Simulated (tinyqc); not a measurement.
From results back to parameters: four-band model of biased bilayer graphene near K. Three cases, with inputs chosen for the exercise.

Problem. With g1 the hopping between the dimer sites, v0 the velocity of one layer (hbar v) and no skew hoppings, the direct gap at K is U and the smallest gap is U g1/sqrt(U^2 + g1^2), on a ring of radius (U/2 v0) sqrt((2 g1^2 + U^2)/(g1^2 + U^2)). The values below come from hidden g1 and v0.

Case 1.

Values chosen (out of a larger set: near those used for Bernal bilayer graphene; not measured data): U = 0.21 eV (potential difference of the layers).

smallest gap = 0.1841371 eV
radius = 0.0228396 1/angstrom

Case 2.

Values chosen (out of a larger set: near those used for Bernal bilayer graphene; not measured data): U = 0.22 eV (potential difference of the layers).

smallest gap = 0.1882823 eV
radius = 0.0227293 1/angstrom

Case 3.

Values chosen (out of a larger set: near those used for Bernal bilayer graphene; not measured data): U = 0.28 eV (potential difference of the layers).

smallest gap = 0.2124078 eV
radius = 0.0299940 1/angstrom

Find: g1; v0.

Solution. 1/gap^2 = 1/U^2 + 1/g1^2 gives g1; the radius then gives v0.

Case 1.

g1 = 0.383 eV
v0 = 6.114 eV angstrom

Case 2.

g1 = 0.364 eV
v0 = 6.370 eV angstrom

Case 3.

g1 = 0.326 eV
v0 = 5.859 eV angstrom

Computed by tinyqc, one run a case: `OMP_NUM_THREADS=1 python tinyqc.py N N+1 out.jsonl` with N = 1451381, 1451429, 1451505; one thread of a shared Intel(R) Xeon(R) Processor @ 2.30GHz, about 0.07 s a run at most.
